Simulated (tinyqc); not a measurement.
# Worked calculation: two-junction solar cell, detailed-balance limit

Program tinyqc, `OMP_NUM_THREADS=1 python tinyqc.py 2820021 2820022 out.jsonl`; Intel Xeon 2.30GHz, shared host, one thread, about 0.01 s. Printed values are rounded.

The top cell takes all photons above E1, the bottom cell those between E2 and E1. Each cell follows J = Jsc - J0 (exp(V/Vt) - 1) with J0 = q ge Phi(gap, T)/ERE; light emitted by one cell and absorbed by the other is left out. In series both carry one current; wired apart (four terminals) each works at its own maximum power point. Efficiencies are counted against Pin = fs X sigma Ts^4.

Values chosen for this exercise:
```
symbol,value,unit,meaning
T,350,K,cell temperature
Ts,5778,K,temperature of the black-body sun
fs,2.16e-5,,share of the hemisphere filled by the sun
X,500,,concentration
ERE,0.3,,external radiative efficiency
ge,1,,number of faces that emit
E2,0.75,eV,gap of the bottom cell
E1,1.56,eV,gap of the top cell
```

Constants: q = 1.602176634e-19 C, kB = 1.380649e-23 J/K, h = 6.62607015e-34 J s, c = 299792458 m/s, Vt = kB T/q. Results are converted to the units shown.

## Photocurrents and dark currents

Photon flux above E from a black body at temperature T into a hemisphere: Phi(E, T) = A sum_k exp(-k E/th)[E^2 th/k + 2 E th^2/k^2 + 2 th^3/k^3], k = 1, 2, ..., with th = kB T/q in eV and A = 2 pi q^3/(h^3 c^2). J1 = q fs X Phi(E1, Ts), J2 = q fs X [Phi(E2, Ts) - Phi(E1, Ts)], J01 and J02 as above; sigma = 2 pi^5 kB^4/(15 h^3 c^2).

J1 = 16913.3 mA/cm^2
J2 = 19704.2 mA/cm^2
J01 = 1.38662e-16 mA/cm^2
J02 = 1.53966e-5 mA/cm^2
Pin = 68256.8 mW/cm^2

The top cell limits the series current; the other has 17 % more.

## The series curve

J, point 0 to 7 (mA/cm^2): 0  8457  13530  15220  15900  16240  16580  16830

V1 = Vt ln((J1 - J)/J01 + 1), V2 = Vt ln((J2 - J)/J02 + 1), power J (V1 + V2).

```
point	V1 (V)	V2 (V)	power (mW/cm^2)
0	1.39494	0.632468	0
1	1.37403	0.615556	16826.0
2	1.34641	0.597468	26300.6
3	1.32553	0.587822	29121.2
4	1.31004	0.582862	30097.2
5	1.29771	0.580038	30494.7
6	1.27650	0.576923	30729.8
7	1.23468	0.574407	30446.9
```

Among these points the power is largest at J = 16580 mA/cm^2.

## Maximum power, in series and apart

In series V(J) = Vt [ln((J1 - J)/J01 + 1) + ln((J2 - J)/J02 + 1)], and J V(J) is largest where V = J Vt [1/(J1 - J + J01) + 1/(J2 - J + J02)]. Apart, each cell has (1 + v) exp(v) = 1 + Jsc/J0 at its maximum power point, v = Vmp/Vt.

series Jmp = 16616.3 mA/cm^2
series Vmp = 1.84960 V
series efficiency = 45.0262 %
top cell alone = 31.0158 %
bottom cell behind it = 14.8683 %

Wired apart the cells give 45.88 %; the series connection loses 0.86 points of that.
